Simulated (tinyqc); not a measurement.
Changing the spring constant k_s: nudged elastic band on a two-dimensional model surface. Computed by tinyqc, a small Python program. Command: `OMP_NUM_THREADS=1 python tinyqc.py 3007051 3007052 out.jsonl neb sweep`. One thread of a shared host (Intel(R) Xeon(R) Processor @ 2.30GHz), about 0.1 s of CPU time with the checks.

V(x, y) = -A (cos kx + cos ky) - B cos kx cos ky + (C sin ky + S sin kx)(1 - cos kx), k = 2 pi/a; the atom hops from the minimum at (0, 0) to that at (a, 0).

Inputs (values chosen for the exercise, for a model surface):

| quantity | value | unit |
|---|---|---|
| amplitude A | 0.43 | eV |
| amplitude B | 0.2 | eV |
| skew C | 0.059 | eV |
| asymmetry S | 0.08 | eV |
| period a | 3 | angstrom |
| movable images n | 5 | - |
| step factor eta | 0.12 | angstrom^2/eV |
| iteration cap | 600 | - |

Surface: adatom on a square lattice. Climbing image: on.

Method:
- Newton steps x(new) = x - H^-1 grad V (moves limited to 0.3 angstrom) from (0, 0), (a, 0) and (a/2, 0) give the two minima and the saddle.
- Tangent at image i: towards the higher neighbour if the energies rise or fall through i; at a maximum or minimum, tau = t+ dmax + t- dmin if V(i+1) > V(i-1), else t+ dmin + t- dmax, with t+ = R(i+1) - R(i), t- = R(i) - R(i-1) and dmax, dmin the larger and smaller of |V(i+1) - V(i)| and |V(i-1) - V(i)|; then normalise. Force F = -grad V + (grad V.tau) tau + k_s (|t+| - |t-|) tau.
- With a climbing image, the highest image feels instead F = -grad V + 2 (grad V.tau) tau and no spring.
- Update R(new) = R + eta F; the end points stay fixed.
- Start on the straight line; stop when the largest force is below 1e-4 or above 1e6 eV/angstrom.

One run for each value:

| spring constant k_s (eV/angstrom^2) | iterations | energy of the highest image (eV) |
|---|---|---|
| 0.14 | 271 | 1.2524 |
| 0.23 | 184 | 1.2524 |
| 0.36 | 129 | 1.2524 |
| 0.56 | 91 | 1.2524 |
| 0.88 | 64 | 1.2524 |
| 1.40 | 54 | 1.2524 |
| 2.20 | 54 | 1.2524 |
| 3.40 | 54 | 1.2524 |

What does the table show, and why?

Over the rows, iterations falls from 271 to 54.0, flat over part of the range. Nudging removes the spring force across the path, so the converged energy does not depend on k_s; the springs only set how fast the images space out.

Extremes, crossings and ranges named in words are read from the listed rows.
